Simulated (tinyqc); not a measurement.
Inside a calculation: pi bands of a honeycomb layer in tight binding. Values are carried at full precision from step to step, so a last printed digit may differ when a step is redone from the rounded ones.

Lattice vectors a (1,0) and a (1/2, sqrt3/2); f = exp(i ky a/sqrt3) + 2 cos(kx a/2) exp(-i ky a/(2 sqrt3)), w = |f|. H = [[D - t2 F, -t f], [., -D - t2 F]] with F = w^2 - 3, S = [[1, s0 f], [., 1]]; the levels solve det(H - E S) = 0. K = (4 pi/3a, 0), M = (pi/a, pi/(sqrt3 a)); w = 3, 1, 0 at Gamma, M, K.

Constants: hbar = 6.58211957e-16 eV s.

Parameters, chosen for this exercise (of the size used for graphene; not measured data): a = 2.46 angstrom (lattice constant); t = 2.69 eV (nearest hopping); t2 = 0.08 eV (second-neighbour hopping); s0 = 0.07 (overlap of neighbours); D = 0 eV (+D on A, -D on B); k = (0.99, 0.67) 1/angstrom (wave vector).

## H and S at one k

Form f, w, F and the two matrices.

f = 1.19518+0.49755i
w = 1.29461
F = -1.32398

H (eV), rows A, B and columns alike:
```
[[0.1059, -3.2150-1.3384i],
 [-3.2150+1.3384i, 0.1059]]
```

S, rows A, B and columns alike:
```
[[1.00000, 0.08366+0.03483i],
 [0.08366-0.03483i, 1.00000]]
```

## The secular equation

det(H - E S) = 0 reads (e - E)^2 - D^2 - (t + s0 E)^2 w^2 = 0 with e = -t2 (w^2 - 3), that is c2 E^2 + 2 c1 E + c0 = 0 with c2 = 1 - s0^2 w^2, c1 = -(e + t s0 w^2), c0 = e^2 - D^2 - t^2 w^2.

c2, c1, c0: [0.9918, -0.4215, -12.1166]

levels (eV): [-3.0960, 3.9460]

## Levels at Gamma, M and K

Solve the quadratic (e - E)^2 - D^2 - (t + s0 E)^2 w^2 = 0 with e = -t2 (w^2 - 3), for w = 3, 1, 0.

Levels (eV):
```
point  w    lower   upper  difference
Gamma  3  -7.0661  9.6076     16.6737
M      1  -2.3645  3.0645      5.4290
K      0   0.2400  0.2400      0.0000
```

Measured from the middle of the levels at K (0.240 eV), the upper band reaches 9.368 eV and the lower -7.306 eV at Gamma: the upper band is the wider; overlap stretches the upper band and positive t2 the lower. The saddle points at M give the absorption peak at 5.429 eV in this one-electron picture.

## Near K

w = (sqrt3/2) a q to first order in the distance q from K. Effective hopping t* = t + 3 t2 s0, hbar v = (sqrt3/2) a t*, v in m/s = hbar v x 1e-10/hbar.

hbar v = 5.7666 eV angstrom
v = 8.761e+05 m/s

## Checks

- Roots of the quadratic against the generalised eigenproblem: they agree to 1e-10 or better.

Run: tinyqc, `OMP_NUM_THREADS=1 python tinyqc.py 1480743 1480744 out.jsonl`; Intel(R) Xeon(R) Processor @ 2.30GHz, one thread, shared host; about 0.01 s of CPU time with all checks.
